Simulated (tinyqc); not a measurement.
MESFET, gradual channel with velocity saturation: depletion, velocity and field along the channel.

A uniformly doped n-type channel, depleted from the top by a Schottky gate; at channel potential V the depleted share of a is u = sqrt((Vbi - Vg + V)/Vp), s at the source. Electrons drift with v = mu E/(1 + mu E/vsat). Abrupt depletion edge, no series resistance, source at 0.

Vbi = phiB - Vt ln(Nc/Nd); Vp = q Nd a^2/(2 eps0 eps_r); G0 = q mu Nd a W/L; Z = mu Vp/(vsat L); s = sqrt((Vbi - Vg)/Vp). I = (G0 Vp/3) F/(1 + Z (u^2 - s^2)), F = 3 (u^2 - s^2) - 2 (u^3 - s^3), with u at V = Vd; Z = 0 gives constant mobility, for which u stops at 1. At channel potential V: y/L = (G0 Vp/3) F(u)/I - Z V/Vp, v = vsat I Z/(G0 Vp (1 - u)), E = (vsat/mu) w/(1 - w) with w = v/vsat.

Inputs (values chosen for the exercise); material values close to those of gallium nitride:
- T = 350 K (temperature)
- eps_r = 9.63 (relative permittivity of the semiconductor)
- Nc = 2.89e18 cm^-3 (conduction-band density of states at T)
- Nd = 6.7e16 cm^-3 (donor density of the channel)
- a = 170 nm (channel thickness)
- mu = 540 cm^2/(V s) (low-field mobility at this doping)
- vsat = 3.1e7 cm/s (saturation velocity)
- L = 0.3 um (gate length)
- W = 50 um (gate width)
- phiB = 0.84 V (Schottky barrier)
- Vg = -0.6 V (gate voltage)
- Vd = 0.36 V (drain voltage)

Constants: q = 1.602176634e-19 C, kB = 1.380649e-23 J/K, Vt = kB T/q, eps0 = 8.8541878128e-14 F/cm where lengths are in cm. Results are converted to the units shown.

Along the channel:

| V (V) | u | y/L | v (cm/s) | E (kV/cm) |
|---|---|---|---|---|
| 0 | 0.8539 | 0.000 | 3.322e6 | 6.890 |
| 0.06 | 0.8730 | 0.269 | 3.821e6 | 8.071 |
| 0.12 | 0.8917 | 0.496 | 4.481e6 | 9.699 |
| 0.18 | 0.9100 | 0.682 | 5.392e6 | 12.09 |
| 0.24 | 0.9279 | 0.827 | 6.735e6 | 15.93 |
| 0.3 | 0.9455 | 0.933 | 8.912e6 | 23.16 |
| 0.36 | 0.9628 | 1.000 | 1.306e7 | 41.77 |

What do the numbers show?

From source to drain the open share 1 - u falls from 0.146 to 0.0372, so the velocity rises by a factor of 3.93, to 0.421 vsat, and the field by 6.06. Half of Vd drops over the last 32 % of the gate length.

tinyqc, about 0.04 s, one thread, Intel Xeon 2.30GHz (shared host): `OMP_NUM_THREADS=1 python tinyqc.py 2500007 2500008 out.jsonl`
